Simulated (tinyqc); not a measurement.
Thin-film transistor with exponential tail and deep states, accumulation layer: two steps of the calculation.

An undoped film in accumulation, thicker than the space-charge layer. With band bending psi the Fermi level lies E0 - psi below the band edge. Free electrons n = n0 exp(psi/Vt) carry the current; electrons in two exponential distributions of traps, a = a0 exp(psi/Va) and d = d0 exp(psi/Vp), do not. Linear regime, ohmic contacts, traps in equilibrium.

Values chosen for this exercise; values close to those of an organic semiconductor:

| symbol | value | unit | meaning |
|---|---|---|---|
| T | 290 | K | temperature |
| eps_r | 3.2 |  | relative permittivity of the semiconductor |
| mb | 3.2 | cm^2/(V s) | band mobility |
| Tt | 500 | K | characteristic temperature of the tail |
| Td | 1200 | K | characteristic temperature of the deep states |
| Ci | 12 | nF/cm^2 | gate capacitance |
| WL | 5 |  | ratio W/L |
| Vd | 0.05 | V | drain voltage |
| Vg | 28 | V | gate voltage above flat band |

Constants: q = 1.602176634e-19 C, kB = 1.380649e-23 J/K, Vt = kB T/q, eps0 = 8.8541878128e-14 F/cm where lengths are in cm. Results are converted to the units shown.

Problem 1. Surface potential by Newton steps. Va = kB Tt/q, Vp = kB Td/q. G(psi) = sum over the three kinds of c0 [V (exp(psi/V) - 1) - psi], field F = sqrt(2 q G/(eps0 eps_r)); Vg = psi + eps0 eps_r F/Ci at the surface. f = psi + eps0 eps_r F/Ci - Vg, f' = 1 + q rho/(Ci F) with rho = sum c0 (exp(psi/V) - 1); psi(new) = psi - f/f'.

psi at the start = 0.42 V
n0 = 4.1695482e12 cm^-3
a0 = 8.4628765e15 cm^-3
d0 = 7.4079265e15 cm^-3

Find: F; f; f'; psi after iteration 1.

Solution 1.

F = 3073 kV/cm
f = 44.99 V
f' = 992.6
psi after iteration 1 = 0.3747 V

Problem 2. Free and total charge, current. Total charge Q = Ci (Vg - psi_s); free charge Qf = q times the integral of n0 (exp(psi/Vt) - 1)/F over psi from 0 to psi_s; I = (W/L) mb Qf Vd; effective mobility mb Qf/Q.

psi_s = 0.345007339 V
n0 = 4.16954818e12 cm^-3
a0 = 8.46287646e15 cm^-3
d0 = 7.40792647e15 cm^-3

Wanted: surface densities; Q; Qf; effective mobility; I.

Solution 2.

surface densities (cm^-3): free 4.129e18, tail 2.541e19, deep 2.083e17
Q = 331.9 nC/cm^2
Qf = 20.16 nC/cm^2
effective mobility = 0.1944 cm^2/(V s)
I = 16.13 nA

Numbers from tinyqc (`OMP_NUM_THREADS=1 python tinyqc.py 2610110 2610111 out.jsonl`; about 0.02 s on one thread of a shared Intel Xeon 2.30GHz).
